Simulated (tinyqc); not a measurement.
Hexagonal on-chip spiral inductor, lumped pi model: effect of the oxide below the coil.

Outer diameter do = di + 2 n wd + 2 (n - 1) sp, mean da = (do + di)/2, fill p = (do - di)/(do + di), length l = 3.464 n da. L = 2.33 mu0 n^2 da/(1 + 3.82 p), mu0 = 4 pi 1e-7 H/m. Rs = rho l/(wd delta (1 - exp(-th/delta))), delta = sqrt(rho/(pi f mu0)). Cs = n wd^2 eps0 eo/hu across the coil. At each end Cox = l wd eps0 eo/(2 ho) leads to the substrate branch Rsi = 2 rs he/(l wd) in parallel with Csi = l wd eps0 11.7/(2 he). With one end grounded Y = 1/(Rs + i w L) + i w Cs + 1/[1/(i w Cox) + 1/(1/Rsi + i w Csi)], w = 2 pi f; Q = -Im Y/Re Y. Eddy currents in neighbouring turns and in the substrate are left out.

Peak Q and its frequency from a search over f; self-resonance where Im Y = 0; Q at the given f (negative beyond resonance).

Inputs (values chosen for the exercise); values of the order met in silicon radio-frequency processes: number of turns n = 3.5; line width wd = 20 um; space between turns sp = 3 um; inner diameter di = 80 um; metal thickness th = 2 um; metal resistivity rho = 3 uohm cm; oxide between coil and underpass hu = 1.3 um; relative permittivity of the oxide eo = 3; substrate resistivity rs = 100 ohm cm; effective spreading depth in the substrate he = 50 um; frequency f = 2.1 GHz.

Constants: eps0 = 8.8541878128e-12 F/m. Results are converted to the units shown.

The same in every row: L (nH) = 1.962; do (um) = 235.0.

Result of one run:

| ho (um) | peak Q | f of the peak (GHz) | self-resonance (GHz) | Q at f |
|---|---|---|---|---|
| 1 | 13.03 | 4.612 | 14.05 | 9.973 |

What becomes of these results when the oxide below the coil ho is changed from 1 to 3 um, all else the same?

Result of the changed run:

| ho (um) | peak Q | f of the peak (GHz) | self-resonance (GHz) | Q at f |
|---|---|---|---|---|
| 3 | 14.12 | 5.047 | 14.58 | 10.21 |

The whole series:

| ho (um) | peak Q | f of the peak (GHz) | self-resonance (GHz) | Q at f |
|---|---|---|---|---|
| 1 | 13.03 | 4.612 | 14.05 | 9.973 |
| 2 | 13.59 | 4.836 | 14.33 | 10.10 |
| 3 | 14.12 | 5.047 | 14.58 | 10.21 |
| 5 | 15.10 | 5.436 | 15.03 | 10.38 |
| 7 | 15.96 | 5.783 | 15.42 | 10.50 |
| 10 | 17.08 | 6.237 | 15.93 | 10.64 |
| 15 | 18.56 | 6.849 | 16.59 | 10.77 |

As ho goes from 1 to 15, L stays at 1.96 nH, the peak Q rises from 13.0 to 18.6, its frequency rises from 4.61 to 6.85 GHz and the self-resonance rises from 14.1 to 16.6 GHz.

tinyqc, about 0.01 s, one thread, Intel Xeon 2.30GHz (shared host): `OMP_NUM_THREADS=1 python tinyqc.py 2302163 2302164 out.jsonl`
